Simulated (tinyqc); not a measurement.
Thickness of the film: ellipsoidal valleys in the axes of a wafer and a channel.

Valleys with axes a along x, y and z, one whole valley each; inverse mass tensor w = 1/mt + (1/ml - 1/mt) a a. Device axes: z = nz/|nz|, x = nx/|nx|, y = z cross x; in them a = (ax, ay, az). Confinement mass mz = 1/w_zz. In the plane w_ij is replaced by u_ij = w_ij - w_iz w_jz/w_zz (i, j = x, y); density-of-states mass md = 1/sqrt(det u); conductivity mass along x mc = 1/u_xx; ballistic transport mass mx = u_yy/det u, width mass my = 1/u_yy.

Hard walls: E_n = c (n pi/t)^2/mz, c = hbar^2/2m0, n = 1, 2, 3. Non-degenerate share of a valley proportional to md sum_n exp(-E_n/kT); mean 1/mc = sum of share/mc. 1 nm = 10 angstrom.

Constants: hbar^2/2m0 = 3.80998211 eV angstrom^2; kB = 8.617333262e-05 eV/K.

Parameters, chosen for this exercise (near those of the X valleys of AlAs; not measured data):
```
symbol  value      unit  meaning
ml      1.07       m0    longitudinal mass
mt      0.193      m0    transverse mass
nz      (1, 0, 0)        surface normal (confinement)
nx      (0, 1, 1)        channel direction
T       300        K     temperature
```

Share of the lowest ladder and mean conductivity mass.

Results:
```
t (nm)  lowest E1 (meV)  spread of E1 (meV)  share of the lowest ladder  mean mc
2.0                87.9               399.2                       1.000   0.1930
4.0                22.0                99.8                       0.916   0.1999
5.0                14.1                63.9                       0.752   0.2148
7.0                 7.2                32.6                       0.534   0.2386
10.0                3.5                16.0                       0.416   0.2537
14.0                1.8                 8.1                       0.338   0.2649
```

Give the missing row, t (nm) = 3.0.

Computed row:
```
t (nm)  lowest E1 (meV)  spread of E1 (meV)  share of the lowest ladder  mean mc
3.0                39.0               177.4                       0.995   0.1934
```

The spread falls as 1/t^2 and passes kT = 25.9 meV between t = 7 and 10 nm; the share of the lowest ladder goes from 1.000 to 0.338 and the mean mass goes from 0.1930 to 0.2649, against 0.2656 for equal shares, the limit of a thick film (the bulk value 3/(1/ml + 2/mt) is 0.2656). Three subbands a valley become too few once E3 nears kT.

tinyqc: `OMP_NUM_THREADS=1 python tinyqc.py 1851264 1851265 out.jsonl`; about 0.01 s, one thread, shared Intel(R) Xeon(R) Processor @ 2.30GHz.
